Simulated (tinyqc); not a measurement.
Changing the temperature T: quasi-harmonic thermal expansion with mode Grueneisen parameters. Computed by tinyqc, a small Python program. Command: `OMP_NUM_THREADS=1 python tinyqc.py 3024157 3024158 out.jsonl qha sweep`. One thread of a shared host (Intel(R) Xeon(R) Processor @ 2.30GHz), about 0.07 s of CPU time with the checks.

A crystal with two atoms a cell; per atom there are 1 transverse acoustic (TA), 1/2 longitudinal acoustic (LA) and 3/2 optical (O) modes. Every frequency of group i scales as nu_i (V/V0)^(-gamma_i). The acoustic groups have Debye spectra, density 3 nu^2/nu_i^3 up to nu_i (40 Gauss-Legendre points); the optical group has one frequency. Static energy: E = (9 V0 B0/16) [y^3 B' + y^2 (2 - 4 y)], y = (V0/V)^(2/3) - 1, with pressure P_s = (3 B0/2) (z^7 - z^5) [1 + (3/4)(B' - 4)(z^2 - 1)], z = (V0/V)^(1/3).

Inputs (values chosen for the exercise, modelled on zinc selenide): static volume V0 = 22.8 angstrom^3/atom; static bulk modulus B0 = 64.3 GPa; static B' = 4.97; frequency nu_TA = 1.9 THz; frequency nu_LA = 4.92 THz; frequency nu_O = 6.6 THz; Grueneisen parameter gamma_TA = -1.2; Grueneisen parameter gamma_LA = 0.96; Grueneisen parameter gamma_O = 1.3; step factor f = 0.6.

Acoustic groups: Debye.

Constants: h x 1 THz = 4.135667696 meV; k_B = 8.617333262e-05 eV/K; 1 eV/angstrom^3 = 160.2176634 GPa.

Method:
- For a mode with x = h nu/(k_B T), n = 1/(exp(x) - 1): U = h nu (n + 1/2), C/k_B = x^2 n (n + 1); U_i and C_i sum these over group i with its weight per atom.
- Phonon pressure P_ph = sum_i gamma_i U_i/V.
- gamma_th = sum gamma_i C_i / sum C_i; volume expansion coefficient alpha_V = gamma_th C k_B/(B0 V0); linear coefficient alpha_V/3; first-order volume change P_ph/B0.
- Start at V0 and step V(new) = V [1 + f (P_s + P_ph)/B0]; stop when |P_s + P_ph| < 1e-8 GPa, after 60 steps, or when V leaves 0.7 to 1.3 V0.
- B_T = -V d(P_s + P_ph)/dV at fixed T (central difference, step 1e-4 V); alpha_V = sum gamma_i C_i k_B/(B_T V), all at V(T); the linear coefficient is alpha_L = alpha_V/3.
- C_P - C_V = alpha_V^2 B_T V T; the optical frequency is nu_O (V/V0)^(-gamma_O).

One run for each value; columns: (1) temperature T (K); (2) linear expansion coefficient (ppm/K); (3) gamma_th at V0; (4) volume change from V0 (%); (5) isothermal bulk modulus B_T (GPa); (6) C_P - C_V (k_B/atom):
```
(1)       (2)      (3)     (4)     (5)         (6)
20    -1.5241  -1.0864  0.2895  63.857  4.4222e-05
30    -2.2375  -0.9729  0.2836  63.866  1.4296e-04
44    -2.3351  -0.7185  0.2737  63.882  2.2841e-04
65    -1.4384  -0.3151  0.2614  63.892  1.2804e-04
96     0.1997   0.0294  0.2559  63.868  3.6427e-06
140    1.7094   0.2231  0.2696  63.787  3.8889e-04
210    2.7952   0.3256  0.3188  63.615  1.5563e-03
310    3.3709   0.3711  0.4131  63.341  3.3298e-03
460    3.6750   0.3923  0.5736  62.913  5.8425e-03
680    3.8388   0.4019  0.8241  62.274  9.3513e-03
1000   3.9458   0.4062  1.2021  61.339  1.4364e-02
```

Over the rows, linear expansion coefficient (ppm/K) goes from -1.52 through a minimum among these rows, -2.34 at 44.0, to 3.95; gamma_th at V0 rises from -1.09 to 0.406; volume change from V0 (%) goes from 0.289 through a minimum among these rows, 0.256 at 96.0, to 1.20. alpha follows sum gamma_i C_i: each group joins once k_B T nears its h nu, the softest first, and its negative gamma makes the crystal shrink at first. C_P - C_V goes as alpha^2 T.

Extremes, crossings and ranges named in words are read from the listed rows.
